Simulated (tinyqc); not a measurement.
From results back to parameters: sp3s* tight binding. Five cases, with inputs chosen for the exercise.

Problem. For a crystal of one element and without spin-orbit coupling the levels at Gamma are Es -/+ |Vss| and Ep -/+ Vxx, and the upper valence level at X is Ep - Vxy. The levels below come from hidden parameters.

Case 1.

s levels at Gamma (eV): -27.0970  18.0650

p levels at Gamma (eV): -0.0020  7.7120

upper valence level at X = -7.7490 eV

Case 2.

s levels at Gamma (eV): -27.1770  18.1410

p levels at Gamma (eV): -0.0030  7.6970

upper valence level at X = -7.8620 eV

Case 3.

s levels at Gamma (eV): -12.4810  4.0350

p levels at Gamma (eV): -0.0020  3.4380

upper valence level at X = -2.8550 eV

Case 4.

s levels at Gamma (eV): -12.7420  0.8200

p levels at Gamma (eV): -0.0360  3.2260

upper valence level at X = -3.3240 eV

Case 5.

s levels at Gamma (eV): -12.4860  4.0680

p levels at Gamma (eV): -0.0040  3.4360

upper valence level at X = -2.8500 eV

Find: Es, |Vss|, Ep, Vxx, Vxy.

Solution. Means give the levels and half the splittings give the couplings; Vxy = Ep - E(X).

Case 1.

Es, |Vss|, Ep, Vxx, Vxy (eV): -4.516  22.581  3.855  3.857  11.604

Case 2.

Es, |Vss|, Ep, Vxx, Vxy (eV): -4.518  22.659  3.847  3.850  11.709

Case 3.

Es, |Vss|, Ep, Vxx, Vxy (eV): -4.223  8.258  1.718  1.720  4.573

Case 4.

Es, |Vss|, Ep, Vxx, Vxy (eV): -5.961  6.781  1.595  1.631  4.919

Case 5.

Es, |Vss|, Ep, Vxx, Vxy (eV): -4.209  8.277  1.716  1.720  4.566

Computed by tinyqc, one run a case: `OMP_NUM_THREADS=1 python tinyqc.py N N+1 out.jsonl` with N = 1452454, 1452471, 1452554, 1452611, 1452658; one thread of a shared Intel(R) Xeon(R) Processor @ 2.30GHz, about 0.2 s a run at most.
